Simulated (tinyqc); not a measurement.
Inside a calculation: Boltzmann transport in a parabolic band with a power-law relaxation time. Values are carried at full precision from step to step, so a last printed digit may differ when a step is redone from the rounded ones.

F_j(eta) = (1/Gamma(j + 1)) integral_0^infinity x^j dx/(1 + exp(x - eta)), which tends to exp(eta) for eta << 0.

n = N F_1/2(eta) with N = 2 (m kB T/(4 pi c))^(3/2) with c = hbar^2/2m0, in 1/angstrom^3; times 1e24 for 1/cm^3, m = md.

Constants: hbar^2/2m0 = 3.80998211 eV angstrom^2; kB = 8.617333262e-05 eV/K.

Inputs chosen for the exercise (masses near those of Ge; tau0 is set for a mobility of the usual size at this n, kL is a free input; freeze-out and phonon drag, which matter near 77 K, are left out; the results hold for these values, not for the real material):

| symbol | value | unit | meaning |
|---|---|---|---|
| n | 5.4e+17 | 1/cm^3 | electron density |
| md | 0.561 | m0 | density-of-states mass |
| T | 300 | K |  |
| r | 0 |  | exponent of tau |
| tau0 | 84 | fs | tau at E = kT |
| mc | 0.1216 | m0 | conductivity mass |
| kL | 1.7 | W/(m K) | lattice thermal conductivity |

## Reduced Fermi level

Solve for eta.

N = 1.054e+19 1/cm^3
eta = -2.9537

## Integrals for r = 0 (a constant relaxation time)

tau = tau0 x^r with x = E/kT. With K_j = Gamma(j + 1) F_j(eta): <tau> = tau0 (r + 3/2) K_(r+1/2)/((3/2) K_(1/2)); mu = <tau>/(mc m0/e), m0/e = 5.685630e-12 kg/C; Hall factor rH = (3/2) K_(1/2) (2r + 3/2) K_(2r+1/2)/((r + 3/2) K_(r+1/2))^2; Seebeck S = -(kB/e) [(r + 5/2) K_(r+3/2)/((r + 3/2) K_(r+1/2)) - eta]; Lorenz number L = (kB/e)^2 [(r + 7/2) K_(r+5/2)/((r + 3/2) K_(r+1/2)) - ((r + 5/2) K_(r+3/2)/((r + 3/2) K_(r+1/2)))^2]; kB/e in V/K. Valley anisotropy is left out of rH.

Evaluate F_j and K_j for j = 1/2, r + 1/2, r + 3/2, r + 5/2 and 2r + 1/2 (each value once).

F_j and K_j:

| j | F_j | K_j |
|---|---|---|
| 0.5 | 0.051213 | 0.045386 |
| 1.5 | 0.051676 | 0.068695 |
| 2.5 | 0.051910 | 0.17252 |

## Transport coefficients

Form the ratios; u is the mean energy carried, in kT.

<tau>/tau0 = 1.000
rH = 1.000
u = 2.523
S = -471.9 microvolt/K
L = 1.861 1e-8 W ohm/K^2

The non-degenerate limits are rH = 1.000, u = r + 5/2 = 2.5 and L = (r + 5/2)(kB/e)^2 = 1.856; the degenerate ones are rH = 1 and L = 2.443.

## Mobility, conductivity and figure of merit

mu = <tau>/(mc m0/e) with m0/e = 5.685630e-12 kg/C; sigma = e n mu, e = 1.602176634e-19 C; Hall mobility rH mu; power factor S^2 sigma; ZT = S^2 sigma T/(kL + L sigma T), all in SI units.

mu = 1.21e+03 cm^2/(V s)
Hall mobility = 1.21e+03 cm^2/(V s)
sigma = 105 S/cm
power factor = 2.34 mW/(m K^2)
electronic thermal conductivity = 0.0587 W/(m K)
ZT = 0.40

A Hall measurement read with rH = 1 would give a density of 5.40e+17 1/cm^3. Electrons carry 3.3 % of the heat. kL is far below that of crystalline Ge, so ZT is too high for it.

## Checks

- Seebeck coefficient against direct integration over -df/dE (microvolt/K): both -471.9.

(tinyqc, `OMP_NUM_THREADS=1 python tinyqc.py 1652387 1652388 out.jsonl`, Intel(R) Xeon(R) Processor @ 2.30GHz, 1 thread, shared host, about 0.01 s.)
